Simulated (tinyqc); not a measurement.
Which current rules in forward bias: trap-assisted generation and recombination current of an abrupt junction. Computed by tinyqc, a small Python program. Command: `OMP_NUM_THREADS=1 python tinyqc.py 3028676 3028677 out.jsonl junctionleak walk`. One thread of a shared host (Intel(R) Xeon(R) Processor @ 2.30GHz), about 0.01 s of CPU time with the checks.

Depletion approximation, flat quasi-Fermi levels across the depleted layer, long neutral regions with minority lifetimes tau_n and tau_p, full ionisation and Boltzmann statistics. Voltages in exponents stand for e V.

Inputs (values chosen for the exercise, with bands and screening modelled on CdTe):
```
quantity                              value    unit
gap E_g                                1.53      eV
electron mass m_e                    0.0975     m_0
valleys M_c                               1       -
hole mass m_h                         0.619     m_0
dielectric constant eps                  10       -
acceptor density N_A                4.5e+15   cm^-3
donor density N_D                   1.5e+18   cm^-3
capture time tau_n                  2.6e-06       s
capture time tau_p                  1.1e-06       s
trap level E_t - E_i                      0      eV
electron diffusion coefficient D_n      8.2  cm^2/s
hole diffusion coefficient D_p          3.4  cm^2/s
temperature T                           450       K
```

Field enhancement: none.

Constants: k_B = 8.617333262e-05 eV/K; m_0 = 9.1093837015e-31 kg; k_B = 1.380649e-23 J/K; h = 6.62607015e-34 J s; e = 1.602176634e-19 C; eps_0 = 8.8541878128e-12 F/m.

Method:
- N_c = 2 M_c (2 pi m_e k_B T/h^2)^(3/2) and N_v = 2 (2 pi m_h k_B T/h^2)^(3/2), masses in units of m_0.
- n_i = sqrt(N_c N_v) exp(-E_g/2 k_B T); V_bi = (k_B T/e) ln(N_A N_D/n_i^2); diffusion saturation current J_d0 = e n_i^2 [sqrt(D_n/tau_n)/N_A + sqrt(D_p/tau_p)/N_D].
- W = sqrt(2 eps eps_0 (V_bi - V)(1/N_A + 1/N_D)/e), x_p = W N_D/(N_A + N_D), x_n = W - x_p, peak field F_m = 2 (V_bi - V)/W; reverse bias means V = -V_r.
- Potential from the p edge: phi = (V_bi - V) x^2/(x_p W) on the p side and (V_bi - V)[1 - (W - x)^2/(x_n W)] on the n side; p = N_A exp(-phi/k_B T), n = n_i^2 exp(V/k_B T)/p; U = (n p - n_i^2)/[tau_p (n + n_i exp(dE/k_B T)) + tau_n (p + n_i exp(-dE/k_B T))], dE = E_t - E_i, n1 = n_i exp(dE/k_B T), p1 = n_i exp(-dE/k_B T); J_t = e int U dx by the trapezoid rule on 400 intervals on each side.
- J_d = J_d0 (exp(V/k_B T) - 1). Ideality n = (e/k_B T) dV/d ln J, central difference of 1 mV. The rows stop just below the bias where n = 0.1 p or tau_p n = 0.1 tau_n p at the p edge, or the like at the n edge.

k_B T = 0.0387780 eV

n_i = 1.51917e+10 cm^-3

J_d0 = 1.46359e-11 A/cm^2

Forward characteristic:
```
V (V)  J_t (A/cm^2)  J_d (A/cm^2)  ideality of J_t  ideality of the sum
0.18     3.2157e-08    1.5036e-09           1.7701               1.7100
0.28     1.3195e-07    1.9997e-08           1.8593               1.6702
0.38     5.2545e-07    2.6376e-07           1.8666               1.4473
0.48     2.1046e-06    3.4768e-06           1.8473               1.2091
0.58     8.6098e-06    4.5828e-05           1.8111               1.0762
0.68     3.6485e-05    6.0407e-04           1.7582               1.0252
0.78     1.6233e-04    7.9623e-03           1.6987               1.0083
0.88     7.4650e-04    1.0495e-01           1.7109               1.0029
```

Diffusion overtakes recombination between 0.38 and 0.48 V, and the ideality of the sum goes from 1.71 to 1.00. The ideality of J_t alone lies between 1.70 and 1.87; it stays below 2 because the zone where n and p are alike widens as the field falls, and at the lowest bias the terms in n1 and p1 lower it too. Caution: one side is doped near or above its effective density of states, so Boltzmann statistics understate V_bi.

Extremes, crossings and ranges named in words are read from the listed rows.
